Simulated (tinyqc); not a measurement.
Gas flow in a process chamber: flow regimes, conductance, effective pumping speed, pump-down, outgassing and purge: one step, computed by the program tinyqc.

Ideal gas, isothermal flow, a pump of constant speed at the end of a round pipe; process gas, volume gas and outgassing are given the same properties. 1 sccm = 101325 Pa x 1e-6 m^3/60 s x T/273.15 K.

Task: Purging a well-mixed chamber. With steady flow a contaminant decays as exp(-t/residence time); gas used = flow x time.

Inputs (values chosen for the exercise, modelled on hydrogen near room temperature): temperature T = 300 K; process gas flow = 90 sccm.

residence time = 6.549396 s

Give: time to dilute 1e3 times; time to dilute 1e6 times; gas used for 1e6.

Result:

time to dilute 1e3 times = 45.242 s

time to dilute 1e6 times = 90.483 s

gas used for 1e6 = 135.72 standard cm^3
